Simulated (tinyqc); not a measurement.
Hall factor, magnetoresistance and optical conductivity for a power-law relaxation time. From magnetoresistance MR back to tau_0. Computed by tinyqc, a small Python program. Command: `OMP_NUM_THREADS=1 python tinyqc.py 3029682 3029683 out.jsonl magneto inv`. One thread of a shared host (Intel(R) Xeon(R) Processor @ 2.30GHz), about 0.01 s of CPU time with the checks.

One spherical parabolic band, tau(E) = tau_0 x^s with x = E/(k_B T). Landau quantisation is left out.

Inputs (values chosen for the exercise, with a mass close to that of electrons in GaN):
```
quantity                 value  unit
effective mass m          0.19   m_0
exponent s                -0.5     -
reduced Fermi level eta     -8     -
temperature T              300     K
magnetic field B          0.21     T
```

Constants: m_0 = 9.1093837015e-31 kg; k_B = 1.380649e-23 J/K; hbar = 1.054571817e-34 J s; e = 1.602176634e-19 C.

Method:
- <y> = int y x^(3/2) f (1 - f) dx / int x^(3/2) f (1 - f) dx, f = 1/(1 + exp(x - eta)).
- Integrals over x = E/(k_B T) use 160 Gauss-Legendre points in u = sqrt(x) from 0 to sqrt(max(eta, 0) + 45).
- n = (2 m k_B T)^(3/2)/(3 pi^2 hbar^3) int x^(3/2) f (1 - f) dx; moments in units of tau_0.
- mu = e <tau>/m; weak field r_H = <tau^2>/<tau>^2 and MR = c (mu B)^2, c = <tau^3>/<tau>^3 - r_H^2; strong field r_H = 1 and MR = <tau> <1/tau> - 1.
- With w_c = e B/m: sigma_xx = (n e^2/m) <tau/(1 + w_c^2 tau^2)>, sigma_xy = (n e^2/m) <w_c tau^2/(1 + w_c^2 tau^2)>; r_H = (n e/B) sigma_xy/(sigma_xx^2 + sigma_xy^2); MR = sigma_0 sigma_xx/(sigma_xx^2 + sigma_xy^2) - 1, sigma_0 = n e^2 <tau>/m.

Problem. A run gave the result below. Find the tau_0, known to lie between 700 and 1400 fs.

magnetoresistance MR = 0.7835988 %

Solution.

Each step takes the trial c = (a f_b - b f_a)/(f_b - f_a), f being the result less the target and a, b, c the logarithms of the listed values; c replaces end b, the old b replaces a if the sign of f changed, and otherwise f_a is halved.

Scan of the range:
```
tau_0 (fs)  magnetoresistance MR (%)
700                          0.33851
786                          0.41588
882                          0.50857
990                          0.61983
1110                         0.75089
1250                         0.91204
1400                         1.09261
```

False position (Illinois rule, in the logarithm of the input) inside the bracket:
```
step    end a    end b    trial  magnetoresistance MR (%)
1     1110.00  1250.00  1137.09                  0.781429
2     1250.00  1137.09  1138.88                  0.783458
3     1250.00  1138.88  1139.11                  0.783721
4     1138.88  1139.11  1139.00                  0.783599
5     1139.11  1139.00  1139.00                  0.783599
```

Magnetoresistance MR rises at every point of a 13-point scan of the range (every second point is shown), so one value fits; it is bracketed by 1110 and 1250. Answer: tau_0 = 1139 fs.
